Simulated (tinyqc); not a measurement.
From results back to parameters: nanosheet or nanowire with hard walls, valleys of the Si type. Three cases, with inputs chosen for the exercise.

Problem. In a hard-walled rectangle E(n, l) = c pi^2 (n^2/(m_y W^2) + l^2/(m_z H^2)), c = hbar^2/2m0. Two levels were computed from hidden W and H.

Constants: hbar^2/2m0 = 3.80998211 eV angstrom^2.

Find: width term; height term; W; H.

Method. The difference of the two levels is three times the width term; the rest of E(1, 1) is the height term.

Case 1.

Values chosen (out of a larger set: near those of Si; not measured data): m_y = 0.187 m0 (mass across the width); m_z = 0.91 m0 (mass along the height).

E(1, 1) = 0.042445 eV
E(2, 1) = 0.092301 eV

Solution.

width term = 16.62 meV
height term = 25.83 meV
W = 110.0 angstrom
H = 40.0 angstrom

Case 2.

Values chosen (out of a larger set: near those of Si; not measured data): m_y = 0.187 m0 (mass across the width); m_z = 0.921 m0 (mass along the height).

E(1, 1) = 0.233396 eV
E(2, 1) = 0.903682 eV

Solution.

width term = 223.43 meV
height term = 9.97 meV
W = 30.0 angstrom
H = 64.0 angstrom

Case 3.

Values chosen (out of a larger set: near those of Si; not measured data): m_y = 0.188 m0 (mass across the width); m_z = 0.924 m0 (mass along the height).

E(1, 1) = 0.056272 eV
E(2, 1) = 0.105863 eV

Solution.

width term = 16.53 meV
height term = 39.74 meV
W = 110.0 angstrom
H = 32.0 angstrom

Computed by tinyqc, one run a case: `OMP_NUM_THREADS=1 python tinyqc.py N N+1 out.jsonl` with N = 1280225, 1280259, 1280263; one thread of a shared Intel(R) Xeon(R) Processor @ 2.30GHz, about 0.03 s a run at most.
